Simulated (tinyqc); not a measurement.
# Two-diode model of a solar cell: effect of the saturation current of the second diode (ideality 2)

J is the current delivered and Vj = V + J Rs the junction voltage. J = X JL - J01 (exp(Vj/(n1 Vt)) - 1) - J02 (exp(Vj/(2 Vt)) - 1) - Vj/Rp. The photocurrent does not depend on voltage.

Jsc at V = 0, Voc at J = 0, the maximum power point where J (1 + 2 Rs G) = G Vj with G = -dJ/dVj; FF = Vmp Jmp/(Voc Jsc); efficiency Vmp Jmp/(X Pin). Empirical fill factor without parasitics FF0 = (v - ln(v + 0.72))/(v + 1), v = Voc/(n1 Vt).

Inputs (values chosen for the exercise); values of the order met in cells of silicon: temperature T = 348 K; photocurrent at one sun JL = 41.5 mA/cm^2; concentration X = 1 suns; saturation current of the first diode J01 = 4.4e-10 A/cm^2; ideality factor of the first diode n1 = 1; series resistance Rs = 0.59 ohm cm^2; shunt resistance Rp = 1000 ohm cm^2; incident power at one sun Pin = 100 mW/cm^2.

Constants: q = 1.602176634e-19 C, kB = 1.380649e-23 J/K, Vt = kB T/q. Results are converted to the units shown.

Results:
```
J02 (A/cm^2)  Jsc (mA/cm^2)  Voc (V)  Vmp (V)  Jmp (mA/cm^2)       FF  efficiency (%)      FF0
2e-9                 41.476  0.55024  0.44591         38.343  0.74918          17.097  0.79595
7e-9                 41.476  0.55020  0.44584         38.337  0.74900          17.092  0.79594
2e-8                 41.476  0.55011  0.44567         38.321  0.74853          17.079  0.79592
7e-8                 41.475  0.54976  0.44502         38.261  0.74675          17.027  0.79582
2e-7                 41.475  0.54884  0.44331         38.112  0.74223          16.896  0.79558
2e-6                 41.475  0.53626  0.42087         36.729  0.69502          15.458  0.79222
6e-6                 41.473  0.51083  0.38432         35.608  0.64597          13.685  0.78504
```

Estimate the missing row, J02 = 6e-7 A/cm^2.

Computed row:
```
J02 (A/cm^2)  Jsc (mA/cm^2)  Voc (V)  Vmp (V)  Jmp (mA/cm^2)       FF  efficiency (%)      FF0
6e-7                 41.475  0.54602  0.43810         37.705  0.72941          16.518  0.79484
```

With this row back in the table: As J02 goes from 2e-9 to 6e-6, Voc falls from 0.550 to 0.511 V, FF falls from 0.749 to 0.646 and the efficiency falls from 17.1 to 13.7 %. Voc changes by -53.3 mV a decade between the last two rows and -0.0649 mV between the first two.

tinyqc, about 0.01 s, one thread, Intel Xeon 2.30GHz (shared host): `OMP_NUM_THREADS=1 python tinyqc.py 2280017 2280018 out.jsonl`
